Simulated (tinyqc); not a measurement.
What moves the results: quasiparticle equation with a plasmon-pole self-energy for two band edges. A value that a table varies takes the place of the one given here.

For each edge E = e + X + Sc(E), with the correlation part Sc(E) = A[0]/(E - a + w) + A[1]/(E - b - w); a and b are the valence and conduction energies that enter the Green function (a = ev, b = ec in the one-shot scheme). Z = 1/(1 - dSc/dE), dSc/dE = -A[0]/(E - a + w)^2 - A[1]/(E - b - w)^2.

Inputs chosen for the exercise (scales of the order of those of Ge; shifted at random, so the results belong to these values and not to a real crystal): ev = 0 eV (mean-field valence top); ec = 0.1 eV (mean-field conduction edge); w = 14.9 eV (pole energy); Av = (37.2, 17.8) eV^2 (weights of the valence state on the hole and electron poles); Ac = (21.6, 35.5) eV^2 (the same for the conduction state); Xv = -1.8 eV (exchange minus the mean-field potential, valence); Xc = 1.23 eV (the same, conduction).

## Schemes compared

Z = 1; linearised; exact one-shot; energies updated in G (a, b); updated in G and W, where w grows by half of the opening of the gap (a rule chosen for the exercise).

Results (eV):
```
scheme               Ev     Ec    gap  opening
mean field        0.000  0.100  0.100    0.000
Z = 1            -0.490  0.387  0.877    0.777
linearised       -0.393  0.329  0.722    0.622
one-shot, exact  -0.392  0.329  0.721    0.621
update G         -0.440  0.326  0.766    0.666
update G and W   -0.469  0.347  0.816    0.716
```

The openings run from 0.621 (one-shot, exact) to 0.777 eV (Z = 1). Linearising moves the gap by 1 meV, updating G +45 meV and updating W a further +51 meV: once Z is kept, the level of self-consistency matters more than linearising.

## The starting point

The mean-field gap is opened by d (ev lowered by d/2, ec raised by d/2) and X is changed by the opposite amounts, so that e + X stays; one-shot and G-updated gaps.

Gaps (eV):
```
d    start  one-shot  update G
0.0  0.100    0.7210    0.7658
0.2  0.300    0.7347    0.7658
0.4  0.500    0.7484    0.7658
0.6  0.700    0.7619    0.7658
0.9  1.000    0.7819    0.7658
1.2  1.300    0.8017    0.7658
1.6  1.700    0.8277    0.7658
```

The one-shot gap moves by a fraction 0.07 of any change of the starting gap, while the updated gap, 0.7658 eV, does not depend on it. The two agree where the start already equals the result, near d = 0.67 eV. A real change of starting point alters the orbitals and the screening too; this model holds both fixed.

## What each parameter does

Exact one-shot edges and Z of the valence state there. Each row changes one parameter from the base and keeps the others.

Results:
```
case                     Ev (eV)  Ec (eV)  gap (eV)       Z
base                     -0.3923   0.3287    0.7210  0.7988
w = 15.65 eV             -0.4511   0.3701    0.8212  0.8138
Xv = -1.9 eV             -0.4721   0.3287    0.8008  0.7980
Xc = 1.33 eV             -0.3923   0.4081    0.8004  0.7988
ec = 0.2 eV              -0.3863   0.4213    0.8076  0.7995
Av = (39.06, 17.8) eV^2  -0.2905   0.3287    0.6192  0.7942
Ac = (21.6, 37.28) eV^2  -0.3923   0.2328    0.6251  0.7988
```

The largest shifts from the base row, up to three for each result and ties (the steps differ in size, so this ranks the rows, not the parameters). Ev (eV): Av +0.1018, Xv -0.0798, w -0.0589; unchanged at the printed digits by Xc and Ac. Ec (eV): Ac -0.0958, ec +0.0926, Xc +0.0795; unchanged at the printed digits by Xv and Av. gap (eV): Av -0.1018, w +0.1003, Ac -0.0958. Z: w +0.0150, Av -0.0046, Xv -0.0008; unchanged at the printed digits by Xc and Ac.

Program tinyqc; command `OMP_NUM_THREADS=1 python tinyqc.py 1880926 1880927 out.jsonl`; about 0.02 s on one thread of a shared Intel(R) Xeon(R) Processor @ 2.30GHz.
